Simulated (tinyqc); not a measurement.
Pinning factor and decay constant from two barriers.

Inverse problem. phiB = S (phiM - chi) + (1 - S)(Eg - E0) with S = 1/(1 + (1/S0 - 1) exp(-be ti)). Find S0, S at the given thickness and be.

Values chosen for this exercise; semiconductor values close to those of silicon; interlayer mass of the order of that in strontium titanate, offset chosen freely:
- Eg = 1.11 eV (band gap)
- chi = 4.19 eV (electron affinity)
- E0 = 0.37 eV (charge-neutrality level above the valence band)
- phiM = 4.25 eV (metal work function)

phiB at ti = 0, 0.4 nm (eV): [0.5564, 0.24216212]

Solution. Each barrier gives its S by linear interpolation between the pinned and the unpinned value; the ratio of the two values of 1/S - 1 is exp(be ti).

S0 = 0.270
S = 0.732
be = 5.00 1/nm

Numbers from tinyqc (`OMP_NUM_THREADS=1 python tinyqc.py 2270155 2270156 out.jsonl`; about 0.04 s on one thread of a shared Intel Xeon 2.30GHz).
